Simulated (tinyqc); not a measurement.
Stretching all distances: RHF, UHF, MP2, CISD and CCSD against full CI in the sto-3g basis, for H2, spin multiplicity 1. Computed by the program tinyqc with PySCF. 

Geometry (angstrom):
```
atom       x       y       z
H     0.0000  0.0000  0.0000
H     0.0000  0.0000  0.6780
```

All coordinates are multiplied by the scale. c0^2 is the weight of the RHF determinant in the lowest singlet FCI state (UHF is spin-contaminated and may lie near states of higher spin) and n(LUMO) the first natural occupation beyond the occupied space.

Full CI energy (hartree) and errors against it (kcal/mol):
```
scale  distance 1-2 (angstrom)    E(FCI)     RHF     UHF     MP2   CISD   CCSD  <S^2> UHF   c0^2  n(LUMO)
0.950                    0.644  -1.12872  10.475  10.475   3.535  0.000  0.000      0.000  0.991    0.018
1.170                    0.793  -1.13473  14.414  14.414   5.358  0.000  0.000      0.000  0.985    0.031
1.390                    0.942  -1.11281  19.592  19.592   7.885  0.000  0.000      0.000  0.975    0.051
1.600                    1.085  -1.08260  25.986  25.986  11.135  0.000  0.000      0.000  0.960    0.080
1.820                    1.234  -1.04926  34.522  32.257  15.599  0.000  0.000      0.240  0.937    0.126
2.040                    1.383  -1.01864  45.103  30.062  21.200  0.000  0.000      0.544  0.905    0.190
2.260                    1.532  -0.99312  57.623  23.928  27.738  0.000  0.000      0.727  0.864    0.272
```

UHF parts from RHF first at scale 1.82 of those listed, where <S^2> leaves zero. The weight c0^2 goes from 0.99 to 0.86 and n(LUMO) from 0.02 to 0.27: static correlation grows as the bonds break into open-shell fragments. The spread of the error along the curve, which distorts its shape, is CISD 0.0, CCSD 0.0, UHF 21.8, MP2 24.2, RHF 47.1 kcal/mol. With two electrons CISD and CCSD are exact.
